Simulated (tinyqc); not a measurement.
# From one set of inputs to another, one input at a time

Model: finite-size error of a charged defect in a periodic cell: Madelung and Makov-Payne terms. Computed by tinyqc, a small Python program. Command: `OMP_NUM_THREADS=1 python tinyqc.py 3020083 3020084 out.jsonl imagecharge ladder`. One thread of a shared host (Intel(R) Xeon(R) Processor @ 2.30GHz), about 0.08 s of CPU time with the checks.

L is the cube root of the cell volume. The defect charge is a Gaussian, rho(r) = q (2 pi sigma^2)^(-3/2) exp(-r^2/2 sigma^2), repeated periodically in a uniform neutralising background and screened by a continuum. The model cell energy is E(L) = E_0 + [periodic - isolated electrostatic energy].

The inputs printed are set A. Inputs not listed in the table keep their values of set A, so the rows need not describe a real material.

Inputs (values chosen for the exercise, with screening close to that of 4H-SiC):
```
quantity                                     value      unit
charge q                                        -2         e
cell length L                                 14.9  angstrom
dielectric constant eps                       9.66         -
width sigma of the defect charge               1.5  angstrom
formation energy of the isolated defect E_0  5.311        eV
```

Supercell lattice: bcc. Screening: isotropic.

Constants: e^2/(4 pi eps_0) = 14.39964548 eV angstrom.

Method:
- Cell vectors: (-1,1,1), (1,-1,1), (1,1,-1), scaled to volume L^3.
- Ewald sum for a unit point charge: scale each Cartesian component of the cell by 1/sqrt(eps_i), giving R', G' and V'; E = [ (1/2) sum erfc(eta R')/R' + (2 pi/V') sum exp(-G'^2/4 eta^2)/G'^2 - eta/sqrt(pi) - pi/(2 V' eta^2) ] e^2/(4 pi eps_0) / sqrt(eps_x eps_y eps_z), over n_i = -6..6, omitting n = (0,0,0), eta = 2/V'^(1/3). alpha = -2 E eps_g L/(e^2/(4 pi eps_0)), eps_g = (eps_x eps_y eps_z)^(1/3).
- Periodic energy of the Gaussian: (2 pi q^2/V) sum_(G != 0) exp(-sigma^2 G^2)/(G.eps.G) x e^2/(4 pi eps_0), n_i = -k..k with k = max(9, L/sigma rounded up). Isolated energy: q^2/(2 sqrt(pi) sigma) <1/(n.eps.n)> e^2/(4 pi eps_0), the mean over directions n, here 1/eps.

Each row keeps all changes above it:
```
input moved                                  from    to  point-charge correction -q^2 E (eV)  Madelung constant alpha  isolated energy (eV)
set A                                           -     -                               0.5779                    2.888                 1.121
cell length L (angstrom)                     14.9  12.8                               0.6728                    2.888                 1.121
width sigma of the defect charge (angstrom)   1.5   1.7                               0.6728                    2.888                 0.989
dielectric constant eps                      9.66  8.55                               0.7601                    2.888                 1.118
```

Which inputs carry the difference?

Point-charge correction -q^2 E goes from 0.578 to 0.760, a factor 1.32 in all. The largest single move comes from cell length L (a factor 1.16). isolated energy ends near its start, 1.12; the largest single move comes from width sigma of the defect charge (a factor 0.882). The single moves hold for this order of the switches; the total does not depend on the order.

Extremes, crossings and ranges named in words are read from the listed rows.
